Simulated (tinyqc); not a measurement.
# Short-channel transistor, virtual-source model with series resistance: what changes with what

The current per gate width is the charge at the top of the source barrier (the virtual source) times its velocity times a saturation function; al and be are fitting constants of the model. Units: I in uA/um, Rs in ohm um, so I Rs = 1e-6 I Rs in volts; Q in uC/cm^2, so I = 1e-4 Q vx0 Fsat with vx0 in cm/s.

Parameters, values chosen for the exercise: temperature T = 273 K; inversion capacitance Cinv = 2.05 uF/cm^2; velocity at the virtual source vx0 = 8.29e6 cm/s; apparent mobility mu = 110 cm^2/(V s); channel length L = 12 nm; threshold at zero drain voltage VT0 = 0.321 V; drain-induced barrier lowering dl = 0.076 V/V; subthreshold factor n0 = 1.35; growth of n with drain voltage nd = 0 1/V; threshold shift (in units of Vt) from weak to strong inversion al = 3.5; sharpness of saturation be = 1.4; series resistance of each contact Rs = 90 ohm um.

Constants: q = 1.602176634e-19 C, kB = 1.380649e-23 J/K, Vt = kB T/q. Results are converted to the units shown.

Each table varies one quantity; the others keep the values above.

## Effect of the drain-induced barrier lowering on the on and off currents

Intrinsic voltages Vg' = Vgs - I Rs, Vd' = Vds - 2 I Rs. n = n0 + nd Vd', VT = VT0 - dl Vd', Ff = 1/(1 + exp((Vg' - VT + al Vt/2)/(al Vt))), Q = Cinv n Vt ln(1 + exp((Vg' - VT + al Vt Ff)/(n Vt))), Vdsat = (vx0 L/mu)(1 - Ff) + Vt Ff, Fsat = u/(1 + u^be)^(1/be) with u = Vd'/Vdsat, and I = Q vx0 Fsat per width. I is solved self-consistently. Ion is I at Vgs = Vds = 0.75 V, Ioff at Vgs = 0, Vds = 0.75 V, and Rlin = Vds/I at Vgs = 0.75 V, Vds = 0.05 V.

Result of one run:
```
dl (V/V)  Ion (uA/um)  Ioff (nA/um)  log10(Ion/Ioff)  Rlin (ohm um)
0.04            644.5         66.66            3.985          319.8
```

What becomes of these results when the drain-induced barrier lowering dl is changed from 0.04 to 0.16 V/V, all else the same?

Result of the changed run:
```
dl (V/V)  Ion (uA/um)  Ioff (nA/um)  log10(Ion/Ioff)  Rlin (ohm um)
0.16            746.6         910.9            2.914          318.9
```

The whole series:
```
dl (V/V)  Ion (uA/um)  Ioff (nA/um)  log10(Ion/Ioff)  Rlin (ohm um)
0               609.1         26.87            4.355          320.1
0.04            644.5         66.66            3.985          319.8
0.08            679.3         163.0            3.620          319.5
0.12            713.3         390.6            3.262          319.2
0.16            746.6         910.9            2.914          318.9
0.2             779.3          2048            2.580          318.6
0.24            811.3          4390            2.267          318.3
0.28            842.8          8850            1.979          318.0
```

As dl goes from 0 to 0.28 V/V, Ion rises from 609 to 843 uA/um, Ioff rises from 26.9 to 8850 nA/um and Rlin falls from 320 to 318 ohm um. Ion changes by a factor of 1.38 and Ioff by 329. The off current depends on it through an exponential, the on current about linearly. For dl = 0.2 to 0.28 V/V the off current passes 1 uA/um, so the device is hardly off at Vgs = 0.

## Effect of the channel length on the on and off currents

Same model as above.

mu, vx0, VT0, dl and n0 are held fixed.

Effect of the channel length on the on and off currents:
```
L (nm)  Ion (uA/um)  Ioff (nA/um)  log10(Ion/Ioff)  Rlin (ohm um)
10           681.60        149.22           3.6597         297.87
15           666.72        149.10           3.6505         351.60
24           637.74        148.86           3.6319         446.04
36           598.46        148.53           3.6052         570.03
55           540.33        147.98           3.5625         764.76
85           463.51        147.02           3.4987         1071.0
130          378.22        145.46           3.4150         1529.9
200          291.47        142.79           3.3099         2243.5
```

Read the table: what changes, and by how much?

As L goes from 10 to 200 nm, Ion falls from 682 to 291 uA/um, Ioff falls from 149 to 143 nA/um and Rlin rises from 298 to 2240 ohm um. Ion changes by a factor of 0.428 and Ioff by 0.957. At L = 200 nm the channel is long for this model, whose fixed vx0 belongs to short devices.

## Transfer curves at low and high drain voltage

Same model as above.

Columns for Vds = 0.05 V and 0.75 V; gm = dI/dVgs at 0.75 V.

Results:
```
Vgs (V)  I, low Vds (uA/um)  I, high Vds (uA/um)  gm (uS/um)
0                   0.02393               0.1492       4.411
0.09                 0.3308                1.894       50.16
0.19                  4.154                19.28       370.8
0.28                  20.94                76.07       880.9
0.38                  55.86                182.6        1200
0.56                  115.1                416.3        1352
0.66                  139.3                552.5        1368
0.75                  156.5                675.8        1370
```

Estimate the missing row, Vgs = 0.47 V.

Computed row:
```
Vgs (V)  I, low Vds (uA/um)  I, high Vds (uA/um)  gm (uS/um)
0.47                  87.83                296.3        1309
```

With this row back in the table: At Vds = 0.75 V the current spans 3.7 decades, from 0.149 to 676 uA/um. Between the first two rows the swing is 81.5 mV a decade, against n Vt ln 10 = 73.1. At Vgs = 0 the higher drain voltage raises the current by a factor of 6.23, at Vgs = 0.75 V by 4.32. The transconductance rises from 4.41 to 1370 uS/um; Cinv vx0, its value in strong inversion and saturation without series resistance, is 1700 uS/um.

Program tinyqc, `OMP_NUM_THREADS=1 python tinyqc.py 2380063 2380064 out.jsonl`; Intel Xeon 2.30GHz, shared host, one thread, about 0.01 s.
